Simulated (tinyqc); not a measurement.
Which clusters to keep: cluster expansion of a binary alloy: correlations, fit, cross-validation and ground states. Computed by tinyqc, a small Python program. Command: `OMP_NUM_THREADS=1 python tinyqc.py 3010185 3010186 out.jsonl clex walk`. One thread of a shared host (Intel(R) Xeon(R) Processor @ 2.30GHz), about 0.01 s of CPU time with the checks.

s = +1 for A and -1 for B. Energy per site E = J0 + J1 P(point) + sum over clusters of m V P, with P the mean product of spins; V > 0 on a pair favours unlike neighbours. Clusters per site m: pair 1 6, pair 2 3, pair 3 12, triplet 8; the triplet is the triangle of first neighbours. Formation energies are counted from the line between pure A and pure B, which removes J0 and J1.

Inputs (values chosen for the exercise, for a model alloy):
```
quantity                    value      unit
first-pair interaction V1    25.1       meV
second-pair interaction V2   -7.9       meV
third-pair interaction V3    0.43       meV
triplet interaction Vt        3.3       meV
noise amplitude               6.2  meV/site
```

Lattice: fcc.

Method:
- Design matrix of formation energies: m (P - 1) for pairs and m (P(triplet) - P(point)) for the triplet; x = (1 - P(point))/2.
- Exact: X V with V = (V1, V2, V3, Vt). The data to fit add the noise amplitude times the normal numbers, standing for what the clusters leave out.
- For each set, H = X (X^T X)^-1 X^T over the structures between the ends; residual e = E - H E; leave-one-out error e_i/(1 - H_ii); both as root mean squares.

correlations P, counted on periodic cells:
```
                      point    pair 1    pair 2    pair 3   triplet
A                   1.00000   1.00000   1.00000   1.00000   1.00000
A3B L1_2            0.50000   0.00000   1.00000   0.00000  -0.50000
A3B D0_22           0.50000   0.00000   0.66667   0.33333  -0.50000
A3B (001) layers    0.50000   0.33333   0.66667   0.00000   0.50000
A2B (001) layers    0.33333   0.11111   0.55556  -0.33333   0.33333
AB L1_0             0.00000  -0.33333   1.00000  -0.33333   0.00000
AB L1_1             0.00000   0.00000  -1.00000   0.00000   0.00000
A2B2 (001) layers   0.00000   0.33333   0.33333  -0.33333   0.00000
AB2 (001) layers   -0.33333   0.11111   0.55556  -0.33333  -0.33333
AB3 L1_2           -0.50000   0.00000   1.00000   0.00000   0.50000
AB3 D0_22          -0.50000   0.00000   0.66667   0.33333   0.50000
AB3 (001) layers   -0.50000   0.33333   0.66667   0.00000  -0.50000
B                  -1.00000   1.00000   1.00000   1.00000  -1.00000
```

standard normal numbers for the noise (0 for the pure ends): A 0.000, A3B L1_2 -0.833, A3B D0_22 1.940, A3B (001) layers -1.925, A2B (001) layers 2.341, AB L1_0 0.358, AB L1_1 0.386, A2B2 (001) layers -0.884, AB2 (001) layers -0.468, AB3 L1_2 -0.049, AB3 D0_22 0.307, AB3 (001) layers -0.358, B 0.000

X:
```
                    pair 1   pair 2    pair 3  triplet
A                   0.0000   0.0000    0.0000   0.0000
A3B L1_2           -6.0000   0.0000  -12.0000  -8.0000
A3B D0_22          -6.0000  -1.0000   -8.0000  -8.0000
A3B (001) layers   -4.0000  -1.0000  -12.0000   0.0000
A2B (001) layers   -5.3333  -1.3333  -16.0000   0.0000
AB L1_0            -8.0000   0.0000  -16.0000   0.0000
AB L1_1            -6.0000  -6.0000  -12.0000   0.0000
A2B2 (001) layers  -4.0000  -2.0000  -16.0000   0.0000
AB2 (001) layers   -5.3333  -1.3333  -16.0000   0.0000
AB3 L1_2           -6.0000   0.0000  -12.0000   8.0000
AB3 D0_22          -6.0000  -1.0000   -8.0000   8.0000
AB3 (001) layers   -4.0000  -1.0000  -12.0000   0.0000
B                   0.0000   0.0000    0.0000   0.0000
```

data (meV/site): A 0.000, A3B L1_2 -187.325, A3B D0_22 -160.512, A3B (001) layers -109.595, A2B (001) layers -115.699, AB L1_0 -205.460, AB L1_1 -105.967, A2B2 (001) layers -96.961, AB2 (001) layers -133.115, AB3 L1_2 -129.664, AB3 D0_22 -117.837, AB3 (001) layers -99.880, B 0.000

Fits:
```
clusters     fit error (meV/site)  leave-one-out error (meV/site)  largest H_ii
V1                         21.411                          23.882       0.18344
V1 V2                      17.066                          20.016       0.82499
V1 V3                      21.348                          25.259       0.34839
V1 V2 Vt                    7.902                          10.552       0.82499
V1 Vt                      15.154                          18.395       0.35318
V1 V2 V3                   16.529                          21.216       0.89605
V1 V3 Vt                   15.064                          18.961       0.51586
V1 V2 V3 Vt                 6.662                          10.237       0.89605
```

leave-one-out error without pair 3 = 10.552 meV/site

leave-one-out error with all four = 10.237 meV/site

What does the comparison show, and why?

The fit error can only fall as clusters are added, to 6.66 meV with all four. The leave-one-out error is least for V1 V2 V3 Vt (10.24 meV): dropping V2, V3 or Vt makes prediction worse at this noise.

Extremes, crossings and ranges named in words are read from the listed rows.
